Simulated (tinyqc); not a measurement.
Electron mobility in a silicon inversion layer, empirical terms and Matthiessen rule: effect of the charge at the interface.

Inversion layer of sheet density Ns on a uniformly doped body, under a high-permittivity gate with an interlayer. The mobility terms are empirical power laws with prefactors chosen for the exercise; adding their inverses (Matthiessen) is itself an approximation.

ni = sqrt(Nc Nv) exp(-Eg/(2 Vt)), Eg in volts; Ndep = sqrt(2 eps0 eps_r Nb (2 Vt ln(Nb/ni) + Vsb)/q); E = q (Ndep + eta Ns)/(eps0 eps_r), in MV/cm. With t = T/(300 K): muC = Ac (Ns/1e12 cm^-2) t/(Nb/1e17 cm^-3 + Nit/1e11 cm^-2), muP = Ap E^(-1/3) t^(-1.75), muS = As E^(-gs), muR = Ar exp(2 ti/lr)/t; 1/mu is the sum of the inverses.

Inputs (values chosen for the exercise); material values close to those of silicon:

| symbol | value | unit | meaning |
|---|---|---|---|
| T | 400 | K | temperature |
| Eg | 1.14 | eV | band gap |
| eps_r | 11.5 |  | relative permittivity of the semiconductor |
| Nc | 4.39e19 | cm^-3 | conduction-band density of states at T |
| Nv | 4.02e19 | cm^-3 | valence-band density of states at T |
| Nb | 6.3e17 | cm^-3 | body doping |
| Vsb | 0 | V | reverse body bias |
| eta | 0.5 |  | weight of the inversion charge in the effective field |
| Ap | 430 | cm^2/(V s) | phonon-limited mobility at 1 MV/cm and 300 K |
| As | 1020 | cm^2/(V s) | roughness-limited mobility at 1 MV/cm |
| gs | 2 |  | exponent of the roughness term |
| Ac | 3500 | cm^2/(V s) | Coulomb prefactor |
| Ar | 270 | cm^2/(V s) | remote-phonon mobility without interlayer |
| ti | 0.9 | nm | interlayer thickness |
| lr | 0.6 | nm | decay length of remote phonons |
| Ns | 1.8e12 | cm^-2 | inversion density |

Constants: q = 1.602176634e-19 C, kB = 1.380649e-23 J/K, Vt = kB T/q, eps0 = 8.8541878128e-14 F/cm where lengths are in cm. Results are converted to the units shown.

The same in every row: E (MV/cm) = 0.5522; muP (cm^2/(V s)) = 316.8; muS (cm^2/(V s)) = 3345; muR (cm^2/(V s)) = 4067.

Result of one run:
```
Nit (cm^-2)	muC (cm^2/(V s))	mu (cm^2/(V s))
1e11	1151	218.8
```

What becomes of these results when the charge at the interface Nit is changed from 1e11 to 3.2e10 cm^-2, all else the same?

Result of the changed run:
```
Nit (cm^-2)	muC (cm^2/(V s))	mu (cm^2/(V s))
3.2e10	1269	222.7
```

The whole series:
```
Nit (cm^-2)	muC (cm^2/(V s))	mu (cm^2/(V s))
1e10	1312	224.0
3.2e10	1269	222.7
1e11	1151	218.8
3.2e11	884.2	206.9
1e12	515.3	177.2
3.2e12	219.3	121.1
1e13	79.02	61.14
```

As Nit goes from 1e10 to 1e13 cm^-2, E stays at 0.552 MV/cm and mu falls from 224 to 61.1 cm^2/(V s). The smallest term is the phonon one in the first row and the Coulomb one in the last.

Computed by the program tinyqc: `OMP_NUM_THREADS=1 python tinyqc.py 2510106 2510107 out.jsonl`, one thread of a shared Intel Xeon 2.30GHz, about 0.01 s for the whole run.
